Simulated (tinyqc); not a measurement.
Changing the density of states g_0: hopping conduction between localised states. Computed by tinyqc, a small Python program. Command: `OMP_NUM_THREADS=1 python tinyqc.py 3026757 3026758 out.jsonl hop sweep`. One thread of a shared host (Intel(R) Xeon(R) Processor @ 2.30GHz), about 0.01 s of CPU time with the checks.

Energies are counted from the Fermi level. A small network shows the mechanism; the laws of an infinite system follow.

Inputs (values chosen for the exercise, for a model amorphous semiconductor):

| quantity | value | unit |
|---|---|---|
| localisation length xi | 0.51 | nm |
| permittivity eps | 9.9 | - |
| activation energy E_a to extended states | 0.19 | eV |
| prefactor of activated conduction | 98 | S/cm |
| prefactor of hopping | 0.57 | S/cm |
| temperature T | 36 | K |

Dimension: 3D.

Constants: k_B = 8.617333262e-05 eV/K; e^2/(4 pi eps_0) = 14.39964548 eV angstrom.

Method. Mott: T_M = 21.2/(k_B g_0 xi^3), exponent (T_M/T)^(1/4), mean hop r = (3/8) xi times the exponent. Efros-Shklovskii: T_ES = 2.8 e^2/(4 pi eps eps_0 k_B xi), exponent (T_ES/T)^(1/2). Coulomb gap width g_0^(1/2) (e^2/(4 pi eps eps_0))^(3/2). The numerical coefficients come from percolation theory and are given. sigma = s_1 exp(-E_a/k_B T) + s_2 exp(-larger of the two exponents); reduced activation energy w = d ln(sigma)/d ln(T) by a central difference of +/- 1 %.

One run for each value:

| density of states g_0 (1/(eV cm^3)) | hopping part (S/cm) | Mott exponent | Efros-Shklovskii exponent | Coulomb gap (meV) |
|---|---|---|---|---|
| 7.00e+18 | 1.367e-23 | 52.09 | 16.04 | 4.6 |
| 1.80e+19 | 7.815e-19 | 41.13 | 16.04 | 7.4 |
| 4.90e+19 | 7.067e-15 | 32.02 | 16.04 | 12.3 |
| 1.30e+20 | 7.234e-12 | 25.09 | 16.04 | 20.0 |
| 3.40e+20 | 1.540e-09 | 19.73 | 16.04 | 32.3 |
| 9.00e+20 | 6.138e-08 | 15.47 | 16.04 | 52.6 |
| 2.40e+21 | 6.138e-08 | 12.10 | 16.04 | 85.9 |
| 6.30e+21 | 6.138e-08 | 9.51 | 16.04 | 139.2 |

Over the rows, hopping part (S/cm) rises from 1.37e-23 to 6.14e-8, flat over part of the range; Mott exponent falls from 52.1 to 9.51 (exponent d ln y / d ln x about -0.25 throughout); Efros-Shklovskii exponent does not change. The limiting law is Mott from 7.00e18 to 3.40e20, Efros-Shklovskii from 9.00e20 to 6.30e21. T_ES does not depend on g_0, since the states inside the Coulomb gap are fixed by the interaction alone.
